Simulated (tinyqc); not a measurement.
## Index and thickness from Psi and Delta

Problem. Air (index 1), film, substrate with N2 = n2 - i k2; time factor exp(+i w t). q_j = sqrt(N_j^2 - sin^2 th), root with positive real part. Fresnel coefficients r_s = (q_a - q_b)/(q_a + q_b), r_p = (N_b^2 q_a - N_a^2 q_b)/(N_b^2 q_a + N_a^2 q_b). tan(Psi) exp(i Delta) = R_p/R_s, Delta taken from 0 to 360 degrees. beta = 2 pi d q1/lam, X = exp(-2 i beta), R = (r01 + r12 X)/(1 + r01 r12 X) for p and s. The film is transparent, with 1.15 < n1 < 2.9 and d under half a period. Find n1, d and the period.

Parameters, values chosen for the exercise:

| symbol | value | unit | meaning |
|---|---|---|---|
| lam | 632.8 | nm | wavelength |
| th | 60 | degrees | angle of incidence |
| n2 | 3.882 |  | index of the substrate |
| k2 | 0.019 |  | extinction coefficient of the substrate |

Psi = 23.291272 degrees
Delta = 158.19267 degrees

Solution. Two measured angles fix two unknowns; a search from many starts finds one solution in the range given. Thicker films with d plus a multiple of the period give the same angles.

n1 = 2.02
d = 17.0 nm
period = 173 nm

Numbers from tinyqc (`OMP_NUM_THREADS=1 python tinyqc.py 2870181 2870182 out.jsonl`; about 0.7 s on one thread of a shared Intel Xeon 2.30GHz).
